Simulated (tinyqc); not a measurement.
# Worked calculation: thermoelectric coefficients of a parabolic band, Landauer integrals

tinyqc, about 0.05 s, one thread, Intel Xeon 2.30GHz (shared host): `OMP_NUM_THREADS=1 python tinyqc.py 2800105 2800106 out.jsonl` Printed values are rounded.

Bulk parabolic band, x = (E - Ec)/kB T, C = hbar^2/(2 m0), kB T in eV. Modes per area gv m kB T x/(4 pi C) times the back-scattering length l0 x^rr give the transport function s0 X(x), s0 = (2 q^2/h) gv m kB T l0/(4 pi C), X = x^(1 + rr). I_k = int X (x - eta)^k w dx, w = 1/(4 cosh^2((x - eta)/2)).

Parameters, values chosen for the exercise:

| symbol | value | unit | meaning |
|---|---|---|---|
| T | 500 | K | temperature |
| m | 0.77 | m0 | mass of one valley |
| gv | 4 |  | valleys |
| l0 | 14 | nm | back-scattering length at x = 1 |
| rr | 0.5 |  | energy exponent of that length |
| kL | 0.56 | W/(m K) | lattice thermal conductivity |
| eta | 3.7 |  | reduced Fermi level (EF - Ec)/kB T |
| xa | 0 |  | lower end of the grid |
| xe | 14 |  | upper end of the grid |
| nE | 13 |  | points of the grid |

Constants: q = 1.602176634e-19 C, kB = 1.380649e-23 J/K, hbar = 1.054571817e-34 J s, h = 6.62607015e-34 J s, m0 = 9.1093837015e-31 kg, Vt = kB T/q, hbar^2/(2 m0) = 0.0380998212 eV nm^2. Results are converted to the units shown.

Range of the model: Parabolic bands, elastic scattering and a fixed kL make these model figures, not those of a material.

## The three integrals on a coarse grid

Simpson's rule on nE equally spaced points from xa to xe.

```
point,x,X,w,X w
0,0.0000,0,0.0235449,0
1,1.1667,1.26014,0.0681440,0.0858712
2,2.3333,3.56423,0.161885,0.576996
3,3.5000,6.54790,0.247517,1.62071
4,4.6667,10.0812,0.199620,2.01240
5,5.8333,14.0888,0.0946844,1.33399
6,7.0000,18.5203,0.0343059,0.635354
7,8.1667,23.3382,0.0112262,0.261999
8,9.3333,28.5138,0.00355119,0.101258
9,10.5000,34.0239,0.00111130,0.0378107
10,11.6667,39.8493,3.46593e-4,0.0138115
11,12.8333,45.9737,1.07982e-4,0.00496431
12,14.0000,52.3832,3.36308e-5,0.00176169
```

I_0, I_1, I_2 on this grid: [7.80220, 8.94189, 32.8331]

Converged values are 7.8030, 9.0282 and 33.108; the grid is 0.011 % below the first and 0.83 % below the last.

## Coefficients of the electrons

converged I_0, I_1, I_2: [7.80303, 9.02823, 33.1082]

sigma = s0 I_0, S = -(kB/q) I_1/I_0, Lorenz number L = (kB/q)^2 [I_2/I_0 - (I_1/I_0)^2], kappa_e = L sigma T.

s0 = 3006.66 S/cm
sigma = 23461.0 S/cm
S = -99.7039 uV/K
L = 2.15670 x 1e-8 V^2/K^2
kappa_e = 25.2992 W/(m K)

L is 12 % below the Sommerfeld value (pi^2/3)(kB/q)^2 = 2.443e-8 V^2/K^2. The Mott formula -(pi^2/3)(kB/q)(1 + rr)/eta gives -115 uV/K, 15 % above S in size.

## Power factor and figure of merit

Power factor S^2 sigma, ZT = S^2 sigma T/(kappa_e + kL).

power factor = 23.3223 mW/(m K^2)
ZT = 0.450948
electronic share of kappa = 97.8344 %
